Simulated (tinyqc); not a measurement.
Image-sensor pixel with a pinned photodiode, signal and noise: effect of the temperature.

A buried n layer between a heavily doped p+ surface layer and a p layer is emptied into a floating diffusion, read through a source follower with correlated double sampling (reset noise cancelled). One-dimensional abrupt junctions; no blooming, lag or crosstalk.

Nc and Nv are given at 313 K and scale as (T/313 K)^1.5; all else is fixed. With k = 1 + Nn/Np, the two depletion regions meet at depth x = a sqrt(k)/(1 + sqrt(k)) from the p+ side; pinning voltage Vp = q Nn x^2/(2 eps0 eps_r) - Vb. Electrons in the diode at zero bias: Nn A [a - x0 (1 + 1/sqrt(k))], x0 = sqrt(2 eps0 eps_r Vb/(q Nn)). Floating-diffusion limit Cf dV/q; full well FW is the smaller of the two; conversion gain CG = q As/Cf; read noise in electrons vn/CG. QE = (1 - Rf)[exp(-al x1) - exp(-al x2)]. ni = sqrt(Nc Nv) exp(-Eg/(2 Vt)), Eg in volts; dark rates ni Wd A/tg (generation) and Jd ni^2 A (diffusion). Signal S = QE Ph; variance = S + dark rate x ti + (vn/CG)^2 + (pr S)^2; SNR = 20 log10(S/noise); dynamic range 20 log10(FW/noise at S = 0).

Values chosen for this exercise; material values close to those of silicon:
- Eg = 1.14 eV (band gap)
- eps_r = 11.9 (relative permittivity of the semiconductor)
- Nc = 3.02e19 cm^-3 (conduction-band density of states at the reference temperature)
- Nv = 2.77e19 cm^-3 (valence-band density of states at the reference temperature)
- A = 1.2 um^2 (photodiode area)
- Nn = 7.4e16 cm^-3 (doping of the buried n layer)
- a = 220 nm (thickness of that layer)
- Np = 2.1e15 cm^-3 (doping of the p layer below)
- Vb = 0.8 V (built-in voltage)
- Cf = 0.87 fF (floating-diffusion capacitance)
- dV = 0.8 V (usable swing of the floating diffusion)
- As = 0.94 (source-follower gain)
- vn = 290 uV (read noise at the output)
- al = 0.0178 1/um (absorption coefficient (light near 940 nm))
- Rf = 0.22 (optical loss before the silicon)
- x1 = 0.14 um (dead layer)
- x2 = 3 um (depth of collection)
- tg = 0.0027 s (generation lifetime)
- Wd = 1.8 um (depleted depth)
- Jd = 3.3e6 x 1e-20 cm^4/s (diffusion dark flux per ni^2)
- pr = 0.5 % (gain non-uniformity)
- ti = 5 ms (exposure)
- Ph = 390 (photons on the photodiode per exposure)

Constants: q = 1.602176634e-19 C, kB = 1.380649e-23 J/K, Vt = kB T/q, eps0 = 8.8541878128e-14 F/cm where lengths are in cm. Results are converted to the units shown.

The same in every row: Vp (V) = 1.203; FW (electrons) = 4344; read noise (electrons) = 1.675; QE = 0.03862.

Result of one run:

| dark rate (electrons/s) | SNR (dB) | dynamic range (dB) |
|---|---|---|
| 44.48 | 10.98 | 67.95 |

Which temperature T gave this result: 253, 268, 283, 313 or 328 K?

T = 328 K.

The whole series:

| T (K) | dark rate (electrons/s) | SNR (dB) | dynamic range (dB) |
|---|---|---|---|
| 253 | 0.07435 | 11.03 | 68.28 |
| 268 | 0.3503 | 11.03 | 68.27 |
| 283 | 1.407 | 11.03 | 68.27 |
| 298 | 4.941 | 11.03 | 68.24 |
| 313 | 15.51 | 11.02 | 68.16 |
| 328 | 44.48 | 10.98 | 67.95 |
| 343 | 119.6 | 10.89 | 67.44 |
| 358 | 312.0 | 10.67 | 66.36 |

As T goes from 253 to 358 K, the SNR falls from 11.0 to 10.7 dB and the dynamic range falls from 68.3 to 66.4 dB. The dark rate rises from 0.0743 to 312 electrons/s; it doubles every 6.7 K between the first two rows and every 11 K between the last two.

Computed by the program tinyqc: `OMP_NUM_THREADS=1 python tinyqc.py 2630014 2630015 out.jsonl`, one thread of a shared Intel Xeon 2.30GHz, about 0.01 s for the whole run.
